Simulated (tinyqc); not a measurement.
Frequency dispersion of an accumulation capacitance by border traps, distributed model: two steps of the calculation.

Traps spread evenly through the insulator exchange electrons with the semiconductor by tunnelling, with tau(x) = t0 exp(2 ka x) at depth x from the interface. The admittance per area Y seen at depth x obeys dY/dx = -Y^2/(i w eps0 eox) + q Nb ln(1 + i w tau)/tau, with Y(0) = i w Cs and w = 2 pi f; the gate sees Y(tox) = G + i w C. Working variable y = Y/(i w), in uF/cm^2. Cox = eps0 eox/tox.

Inputs (values chosen for the exercise); permittivity close to that of aluminium oxide:
- eox = 8.57 (relative permittivity of the insulator)
- tox = 5.3 nm (insulator thickness)
- Cs = 3.5 uF/cm^2 (semiconductor capacitance in accumulation)
- Nb = 4.5e19 cm^-3 eV^-1 (density of border traps)
- ka = 5 1/nm (decay constant of the wave function in the insulator)
- t0 = 1e-10 s (time constant of a trap at the interface)
- f = 1000 Hz (frequency)
- xe = 1.9 nm (depth down to which the steps are taken)

Constants: q = 1.602176634e-19 C, eps0 = 8.8541878128e-14 F/cm where lengths are in cm. Results are converted to the units shown.

Task 1. Midpoint steps through the active depth. In terms of y: dy/dx = -y^2/(eps0 eox) + s(x), s = q Nb ln(1 + z)/z, z = i w tau. 11 midpoint steps of h = xe/11: y_half = y + (h/2) y'(x, y), y(new) = y + h y'(x + h/2, y_half).

Wanted: x; s; y.

Result 1.

```
point,x (nm),s (uF/(cm^2 nm)),y (uF/cm^2)
0,0,0.7210+0.0000i,3.500+0.000i
1,0.1727,0.7210+0.0000i,3.358+0.000i
2,0.3455,0.7210+0.0000i,3.236+0.000i
3,0.5182,0.7210+0.0000i,3.130+0.000i
4,0.6909,0.7210-0.0002i,3.039+0.000i
5,0.8636,0.7210-0.0013i,2.959+0.000i
6,1.036,0.7209-0.0072i,2.889-0.001i
7,1.209,0.7180-0.0401i,2.828-0.003i
8,1.382,0.6434-0.1913i,2.771-0.019i
9,1.555,0.2636-0.2652i,2.682-0.063i
10,1.727,0.0550-0.1083i,2.547-0.085i
11,1.900,0.0100-0.0303i,2.412-0.085i
```

Task 2. Capacitance and conductance at the gate. Beyond xe the traps are ignored, so 1/y(tox) = 1/y(xe) + (tox - xe)/(eps0 eox); C = Re y, G/w = -Im y, loss tangent G/(w C).

y at xe = 2.4117348-0.0850817i uF/cm^2

Wanted: y at the gate; C; G/w; loss tangent.

Result 2.

y at the gate = 1.1595-0.0196i uF/cm^2
C = 1.1595 uF/cm^2
G/w = 0.019647 uF/cm^2
loss tangent = 0.016945

Computed by the program tinyqc: `OMP_NUM_THREADS=1 python tinyqc.py 2202038 2202039 out.jsonl`, one thread of a shared Intel Xeon 2.30GHz, about 0.4 s for the whole run.
